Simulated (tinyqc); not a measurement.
Leakage currents through a thin dielectric: one step, computed by the program tinyqc.

Electrons leave an electrode with Fermi energy E_F above its band bottom; barriers are counted from the Fermi level, and both electrodes are alike.

Question. Thermal currents. Schottky emission J = A T^2 exp(-(phi_B - sqrt(e^3 F/(4 pi k_o eps_0)))/k_B T), A = 4 pi e m k_B^2/h^3 with the tunnelling mass; Poole-Frenkel J = sigma_0 F exp(-(phi_t - sqrt(e^3 F/(pi k_o eps_0)))/k_B T); both use the field F of the dielectric.

Inputs (values chosen for the exercise, modelled on SiO2):
```
quantity,value,unit
barrier height phi_B,3.14,eV
tunnelling mass m,0.36,m_0
optical permittivity k_o,2.2,-
trap depth phi_t,1.9,eV
Poole-Frenkel prefactor sigma_0,1.3e-06,S/cm
temperature T,358,K
```

Stack: single layer.

field F = 2.795699 MV/cm

Constants: e = 1.602176634e-19 C; eps_0 = 8.8541878128e-12 F/m; k_B = 8.617333262e-05 eV/K; m_0 = 9.1093837015e-31 kg; k_B = 1.380649e-23 J/K; h = 6.62607015e-34 J s.

Give: Schottky lowering; Poole-Frenkel lowering; Schottky current density; Poole-Frenkel current density.

Answer.

Schottky lowering = 0.4278 eV

Poole-Frenkel lowering = 0.8555 eV

Schottky current density = 3.649e-32 A/cm^2

Poole-Frenkel current density = 7.193e-15 A/cm^2

The Poole-Frenkel lowering is twice the Schottky one, because the charge of a trap is fixed while an image charge moves with the electron.
